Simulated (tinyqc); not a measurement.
Nucleation and growth against temperature: classical nucleation, growth and JMAK kinetics of crystallisation from a melt or glass. Computed by tinyqc, a small Python program. Command: `OMP_NUM_THREADS=1 python tinyqc.py 3019246 3019247 out.jsonl nucl walk`. One thread of a shared host (Intel(R) Xeon(R) Processor @ 2.30GHz), about 0.01 s of CPU time with the checks.

A spherical nucleus with a sharp interface of isotropic energy gamma; lambda = Omega^(1/3) is the jump distance.

Inputs (values chosen for the exercise, for a model substance):
```
quantity                      value        unit
melting point T_m               740           K
heat of melting per volume H    411      J/cm^3
interface energy gamma        0.032       J/m^2
atomic volume Omega            26.7  angstrom^3
diffusion prefactor D0        5e-07       m^2/s
activation energy Q            1.35          eV
```

Nucleation: homogeneous. Driving force: Turnbull (linear).

Constants: k_B = 1.380649e-23 J/K; k_B = 8.617333262e-05 eV/K.

Method:
- Driving force per volume: dG = H (T_m - T)/T_m.
- Shape factor f = 1.
- W(r) = f [4 pi r^2 gamma - (4/3) pi r^3 dG]; r* = 2 gamma/dG; W* = f 16 pi gamma^3/(3 dG^2); n* = f (4/3) pi r*^3/Omega.
- D = D0 exp(-Q/(k_B T)); attachment rate k+ = (A*/lambda^2) D/lambda^2 with A* = 4 pi r*^2; Zeldovich factor Z = sqrt(W*/(3 pi k_B T))/n*; sites per volume N = 1/Omega; I = N Z k+ exp(-W*/(k_B T)); lag time = 1/(4 pi Z^2 k+).
- Growth (Wilson-Frenkel): u = (D/lambda) [1 - exp(-dG Omega/(k_B T))].
- JMAK with steady nucleation and growth, nuclei spread at random: extended fraction X_e = (pi/3) I u^3 t^4, X = 1 - exp(-X_e); t_X = [-3 ln(1 - X)/(pi I u^3)]^(1/4); final grains per volume = Gamma(5/4) (3/pi)^(1/4) (I/u)^(3/4), Gamma(5/4) = 0.9064024771.
- Grain size = (grains per volume)^(-1/3). Rows are kept where W*/(k_B T) < 70.

Rates:
```
T (K)  W*/(k_B T)  I (1/(m^3 s))     u (m/s)   t_0.5 (s)  grain size (micrometre)
370         2.545     1.0064e+22  4.5037e-16  9.2116e+05               4.7709e-04
407         2.856     3.3000e+23  1.8780e-14  2.3458e+04               5.0663e-04
444         3.314     4.9432e+24  4.0599e-13  1.1894e+03               5.5529e-04
481         3.995     3.6257e+25  5.2626e-12  1.0579e+02               6.4024e-04
518         5.050     1.2467e+26  4.5273e-11  1.5466e+01               8.0522e-04
555         6.787     1.5923e+26  2.7735e-10  3.7361e+00               1.1916e-03
592         9.941     3.8380e+25  1.2668e-09  1.7067e+00               2.4863e-03
629        16.634     2.1899e+23  4.4053e-09  2.4385e+00               1.2353e-02
659        29.815     1.2536e+18  9.8055e-09  2.7356e+01               3.0848e-01
681        54.381     5.7017e+07  1.5185e-08  7.5882e+03               1.3251e+02
```

What follows from these numbers?

Among these rows I peaks at 555 K, u at 681 K and the change is fastest at 592 K, between the two. Growth has no barrier W*, so it peaks nearer T_m than nucleation. The grain size goes as (u/I)^(1/4), from 4.8e-4 micrometre at the lowest T to 130 at the highest. Caution: in the coldest rows the nucleus has under 20 atoms or the barrier is under 10 k_B T, where the capillary model and steady rates are only a guide. Caution: in some rows the lag time is not small against the half time, so steady nucleation overstates the speed there.

Extremes, crossings and ranges named in words are read from the listed rows.
